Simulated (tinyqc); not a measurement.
## Electron mobility in a silicon inversion layer, empirical terms and Matthiessen rule: effect of the inversion density

Inversion layer of sheet density Ns on a uniformly doped body. The mobility terms are empirical power laws with prefactors chosen for the exercise; adding their inverses (Matthiessen) is itself an approximation.

ni = sqrt(Nc Nv) exp(-Eg/(2 Vt)), Eg in volts; Ndep = sqrt(2 eps0 eps_r Nb (2 Vt ln(Nb/ni) + Vsb)/q); E = q (Ndep + eta Ns)/(eps0 eps_r), in MV/cm. With t = T/(300 K): muC = Ac (Ns/1e12 cm^-2) t/(Nb/1e17 cm^-3 + Nit/1e11 cm^-2), muP = Ap E^(-1/3) t^(-1.75), muS = As E^(-gs); 1/mu is the sum of the inverses.

Values chosen for this exercise; material values close to those of silicon: temperature T = 300 K; band gap Eg = 1.14 eV; relative permittivity of the semiconductor eps_r = 11.9; conduction-band density of states at T Nc = 2.83e19 cm^-3; valence-band density of states at T Nv = 2.64e19 cm^-3; body doping Nb = 1.3e18 cm^-3; reverse body bias Vsb = 0 V; weight of the inversion charge in the effective field eta = 0.5; phonon-limited mobility at 1 MV/cm and 300 K Ap = 386 cm^2/(V s); roughness-limited mobility at 1 MV/cm As = 723 cm^2/(V s); exponent of the roughness term gs = 2; Coulomb prefactor Ac = 1500 cm^2/(V s); charge at the interface Nit = 2.3e10 cm^-2.

Constants: q = 1.602176634e-19 C, kB = 1.380649e-23 J/K, Vt = kB T/q, eps0 = 8.8541878128e-14 F/cm where lengths are in cm. Results are converted to the units shown.

Results:
```
Ns (cm^-2),E (MV/cm),muC (cm^2/(V s)),muP (cm^2/(V s)),muS (cm^2/(V s)),mu (cm^2/(V s))
2e11,0.6385,22.68,448.3,1774,21.32
6.3e11,0.6712,71.43,440.9,1605,59.20
1.1e12,0.7069,124.7,433.3,1447,90.77
2e12,0.7753,226.8,420.2,1203,131.2
3.6e12,0.8970,408.2,400.2,898.6,165.0
6.3e12,1.102,714.3,373.7,595.1,173.7
1.1e13,1.460,1247,340.3,339.4,149.5
2e13,2.144,2268,299.4,157.3,98.63
```

Estimate the missing row, Ns = 3.6e11 cm^-2.

Computed row:
```
Ns (cm^-2),E (MV/cm),muC (cm^2/(V s)),muP (cm^2/(V s)),muS (cm^2/(V s)),mu (cm^2/(V s))
3.6e11,0.6506,40.82,445.5,1708,36.59
```

With this row back in the table: As Ns goes from 2e11 to 2e13 cm^-2, E rises from 0.638 to 2.14 MV/cm and mu goes from 21.3 through a maximum of 174 (at Ns = 6.3e12 cm^-2 among the rows listed) to 98.6 cm^2/(V s). The smallest term is the Coulomb one in the first row and the roughness one in the last. Screening lifts the Coulomb term as Ns grows while the field presses the carriers to the interface, hence the maximum. At Ns = 2e13 cm^-2 E passes 1.5 MV/cm, beyond the usual range of such laws.

Computed by the program tinyqc: `OMP_NUM_THREADS=1 python tinyqc.py 2510141 2510142 out.jsonl`, one thread of a shared Intel Xeon 2.30GHz, about 0.01 s for the whole run.
